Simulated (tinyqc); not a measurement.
Resistive crossbar, vector-matrix product with wire resistance: two steps of the calculation.

3 rows and 2 columns. Cell (i, j) joins row node wij to column node bij. Each row is driven at its left end through one wire segment rw; neighbouring nodes along a row or a column are joined by rw; each column ends below the last row in one more rw and a virtual ground, where its current is read. Ideal output: I_j = sum_i V_i G_ij.

Inputs (values chosen for the exercise): wire resistance between neighbouring cells rw = 50 ohm; input voltages of the rows V = [0.21, 0.09, 0.38] V.

Question 1. Node voltages and column currents. Solve A x = b; I_j = b3j/rw.

A (uS):
```
        w11     w12     w21     w22     w31     w32     b11     b12
w11   40070  -20000       0       0       0       0     -70       0
w12  -20000   20120       0       0       0       0       0    -120
w21       0       0   40050  -20000       0       0       0       0
w22       0       0  -20000   20160       0       0       0       0
w31       0       0       0       0   40140  -20000       0       0
w32       0       0       0       0  -20000   20170       0       0
b11     -70       0       0       0       0       0   20070       0
b12       0    -120       0       0       0       0       0   20120
b21       0       0     -50       0       0       0  -20000       0
b22       0       0       0    -160       0       0       0  -20000
b31       0       0       0       0    -140       0       0       0
b32       0       0       0       0       0    -170       0       0

        b21     b22     b31     b32
w11       0       0       0       0
w12       0       0       0       0
w21     -50       0       0       0
w22       0    -160       0       0
w31       0       0    -140       0
w32       0       0       0    -170
b11  -20000       0       0       0
b12       0  -20000       0       0
b21   40050       0  -20000       0
b22       0   40160       0  -20000
b31  -20000       0   40140       0
b32       0  -20000       0   40170
```

b (uA): w11 4200, w12 0, w21 1800, w22 0, w31 7600, w32 0, b11 0, b12 0, b21 0, b22 0, b31 0, b32 0

Wanted: row nodes; column nodes; column currents.

Answer 1.

row nodes (mV): w11 208.10, w12 206.90, w21 89.135, w22 88.481, w31 374.29, w32 371.18
column nodes (mV): b11 5.1498, b12 7.9999, b21 4.4395, b22 6.8065, b31 3.5175, b32 4.9597
column currents (uA): column 1 70.349, column 2 99.194

Question 2. Error against the ideal product. Ideal I_j = sum_i V_i G_ij; error = I/ideal - 1.

cell conductances G (uS):
```
       column 1  column 2
row 1        70       120
row 2        50       160
row 3       140       170
```

column currents (uA): column 1 70.349412, column 2 99.193606

Wanted: ideal currents; error.

Answer 2.

ideal currents (uA): column 1 72.40, column 2 104.2
error (%): column 1 -2.832, column 2 -4.805

The largest error is in column 2. All currents fall short, since the wires take part of the voltage.

tinyqc, about 0.01 s, one thread, Intel Xeon 2.30GHz (shared host): `OMP_NUM_THREADS=1 python tinyqc.py 2880059 2880060 out.jsonl`
